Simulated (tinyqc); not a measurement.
Inside a calculation. Method: tight binding, honeycomb lattice. Computed by tinyqc, a small Python program that keeps every step. Settings: t1 = 1.72, t2 = 0, phi = -2.12, delta = 1.25, points = 6. Command: `OMP_NUM_THREADS=1 python tinyqc.py 29511 29512 out.jsonl` (the two numbers bound the seeds that draw the settings). One thread of a shared host (Intel(R) Xeon(R) Processor @ 2.60GHz), about 0.01 s of CPU time with the checks.

## Bloch Hamiltonian at k

Parameters chosen for this model:

| parameter | value | unit |
|---|---|---|
| t1 | 1.720000 | eV, nearest |
| t2 | 0 | eV, second neighbours |
| phi | -2.120000 | rad, phase of t2 (Haldane) |
| delta | 1.250000 | eV, +/- on A and B |

k point k (fractions of the reciprocal vectors): 0.0400  -0.2300

H_AB = -t1 (1 + exp(-i k.a1) + exp(-i k.a2)); H_AA = delta - 2 t2 sum cos(k.b + phi), H_BB = -delta - 2 t2 sum cos(k.b - phi), b = a1, a2 - a1, -a2.

H(k) at k (eV):
```
                 A                B
A           1.2500  -3.6015-1.2787i
B  -3.6015+1.2787i          -1.2500
```

## Levels at k

Diagonalise the Hermitian matrix.

eigenvalues (eV): -4.0210  4.0210

weights |c|^2 of the basis functions:
```
   band 1  band 2
A  0.3446  0.6554
B  0.6554  0.3446
```

## Bloch Hamiltonian at K

k point K (fractions of the reciprocal vectors): 0.3333  0.6667

As before.

H(k) at K (eV):
```
        A        B
A  1.2500   0.0000
B  0.0000  -1.2500
```

## Levels at K

As before.

eigenvalues (eV): -1.2500  1.2500

weights |c|^2 of the basis functions:
```
   band 1  band 2
A  0.0000  1.0000
B  1.0000  0.0000
```

## Bands along a path

The same steps at evenly spaced points between the labelled ones.

Bands along the path (eV):

| k | band 1 | band 2 |
|---|---|---|
| G | -5.3092 | 5.3092 |
| G-K 0.33 | -4.5310 | 4.5310 |
| G-K 0.67 | -2.6330 | 2.6330 |
| K | -1.2500 | 1.2500 |
| K-M 0.33 | -1.5492 | 1.5492 |
| K-M 0.67 | -1.9622 | 1.9622 |
| M | -2.1262 | 2.1262 |
| M-K' 0.33 | -1.9622 | 1.9622 |
| M-K' 0.67 | -1.5492 | 1.5492 |
| K' | -1.2500 | 1.2500 |

With 1 band(s) filled, the highest filled level on these points lies at K and the lowest empty one at K: a gap of 2.5000 eV, direct.

## Chern number of the lower band

On a 6 x 6 mesh, the phase of the product of overlaps around each plaquette (k1 then k2); the sum over 2 pi is an integer.

plaquette phases (rad):
```
         1        2        3        4        5        6
1   0.0000  -0.0265  -0.0983   0.0000   0.0493   0.0180
2   0.0265   0.0000  -0.0983  -0.3928   0.0000   0.0493
3   0.0983   0.0983   0.0000  -0.3928  -0.3928   0.0000
4   0.0000   0.3928   0.3928   0.0000  -0.0983  -0.0983
5  -0.0493   0.0000   0.3928   0.0983   0.0000  -0.0265
6  -0.0180  -0.0493   0.0000   0.0983   0.0265   0.0000
```

Chern number = 0.0000
